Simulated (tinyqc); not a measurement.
Plain band against climbing image: nudged elastic band on a two-dimensional model surface. Computed by tinyqc, a small Python program. Command: `OMP_NUM_THREADS=1 python tinyqc.py 3004220 3004221 out.jsonl neb walk`. One thread of a shared host (Intel(R) Xeon(R) Processor @ 2.30GHz), about 0.1 s of CPU time with the checks.

V(x, y) = h u^2 + t x + (kappa/2)(y + c u)^2 with u = x^2/w^2 - 1; the path runs from the minimum near (-w, 0) to that near (w, 0).

Inputs (values chosen for the exercise, for a model surface):

| quantity | value | unit |
|---|---|---|
| height h | 0.39 | eV |
| half width w | 0.91 | angstrom |
| transverse stiffness kappa | 5.7 | eV/angstrom^2 |
| curvature c | 0.38 | angstrom |
| tilt t | -0.024 | eV/angstrom |
| spring constant k_s | 3.8 | eV/angstrom^2 |
| step factor eta | 0.042 | angstrom^2/eV |

Surface: curved double well. Climbing image: off.

Method:
- Newton steps x(new) = x - H^-1 grad V (moves limited to 0.3 angstrom) from (-w, 0), (w, 0) and (0, c) give the two minima and the saddle.
- Tangent at image i: towards the higher neighbour if the energies rise or fall through i; at a maximum or minimum, tau = t+ dmax + t- dmin if V(i+1) > V(i-1), else t+ dmin + t- dmax, with t+ = R(i+1) - R(i), t- = R(i) - R(i-1) and dmax, dmin the larger and smaller of |V(i+1) - V(i)| and |V(i-1) - V(i)|; then normalise. Force F = -grad V + (grad V.tau) tau + k_s (|t+| - |t-|) tau.
- With a climbing image, the highest image feels instead F = -grad V + 2 (grad V.tau) tau and no spring.
- Update R(new) = R + eta F; the end points stay fixed.
- Images are counted without the end points, and convergence is judged on the largest force on an image. Each run starts on the straight line with the same k_s and eta, for at most 1500 iterations; errors are against the Newton saddle; a dash marks a run that did not reach 1e-4 eV/angstrom.

positions (angstrom):
```
                x          y
start   -0.903562   0.005358
end      0.916304  -0.005283
saddle  -0.012742   0.379925
```

energies (eV): start 0.021763, end -0.021916, saddle 0.390153

barrier from the start = 0.368390 eV

Error of the highest image (meV) and iterations:

| images | plain, error | plain, iterations | climbing, error | climbing, iterations |
|---|---|---|---|---|
| 2 | -85.526 | 36 | 0 | 102 |
| 3 | -0.435 | 47 | 0 | 70 |
| 4 | -30.089 | 53 | 0 | 97 |
| 5 | -0.435 | 71 | 0 | 73 |
| 6 | -14.237 | 77 | 0 | 104 |
| 8 | -7.864 | 97 | 0 | 126 |
| 10 | -4.762 | 119 | 0 | 157 |

What does the comparison show, and why?

The plain band underestimates the barrier by 0.43 to 85.53 meV, depending on how near an image falls to the saddle (worst for 2 images, best for 3). The climbing image is within about 0.001 meV in every converged run, so few images suffice for the barrier.

Extremes, crossings and ranges named in words are read from the listed rows.
